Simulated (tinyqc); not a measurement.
CMOS inverter, nodal equation and switching: two steps of the calculation.

An n-channel pull-down (bn, VTn) and a p-channel pull-up (bp, VTp) share the input Vin and the output node Vout, which carries the load C. Transistor (EKV form, voltages against the body): I = 2 n b Vt^2 [F(vp - Vs) - F(vp - Vd)] from drain to source, F(v) = ln^2(1 + exp(v/(2 Vt))), vp = (Vg - VT + sg |Vd - Vs|)/n. n-channel bodies are at 0; for the p-channel device all voltages are counted down from Vdd. b in uA/V^2 gives I in uA. Static: In = Ip. Transient: C dVout/dt = Ip - In. No velocity saturation, no gate capacitance beyond C.

Inputs (values chosen for the exercise):

| symbol | value | unit | meaning |
|---|---|---|---|
| T | 300 | K | temperature |
| Vdd | 0.6 | V | supply voltage |
| n | 1.41 |  | slope factor |
| sg | 0.021 |  | drain-induced barrier lowering |
| VTn | 0.32 | V | n-channel threshold |
| VTp | 0.29 | V | p-channel threshold (magnitude) |
| bn | 450 | uA/V^2 | gain factor of the pull-down transistor |
| bp | 140 | uA/V^2 | gain factor of the pull-up transistor |
| Vin | 0.37 | V | input voltage |

Constants: q = 1.602176634e-19 C, kB = 1.380649e-23 J/K, Vt = kB T/q. Results are converted to the units shown.

Task 1. Output voltage by Newton steps. f = In - Ip at (Vin, Vout); G = df/dVout by a central difference with +/- 1e-6 V; Vout(new) = Vout - f/G, the step limited to +/- 0.1 V.

Vout after iteration 1 = 0.2 V

Give: In; Ip; G; Vout after iteration 2.

Result 1.

In = 1.0860 uA
Ip = 0.042345 uA
G = 0.45363 uS
Vout after iteration 2 = 0.10000 V

Task 2. Transfer curve. For each Vin solve In = Ip; gain = dVout/dVin.

Vin, point 0 to 10 (V): 0  0.06  0.12  0.18  0.24  0.3  0.36  0.42  0.48  0.54  0.6

Wanted: Vout; supply current; gain.

Result 2.

```
point	Vout (V)	supply current (uA)	gain
0	0.6000	1.818e-4	0.000
1	0.6000	9.256e-4	-0.001
2	0.5998	0.004607	-0.006
3	0.5987	0.02186	-0.044
4	0.5892	0.09418	-0.417
5	0.0381	0.1923	-2.517
6	0.0029	0.05801	-0.105
7	0.0003	0.01437	-0.012
8	0.0000	0.003149	-0.002
9	0.0000	6.451e-4	0.000
10	0.0000	1.279e-4	0.000
```

The switching point Vin = Vout lies at 0.2857 V, with a gain of -47.5.

tinyqc, about 0.03 s, one thread, Intel Xeon 2.30GHz (shared host): `OMP_NUM_THREADS=1 python tinyqc.py 2340025 2340026 out.jsonl`
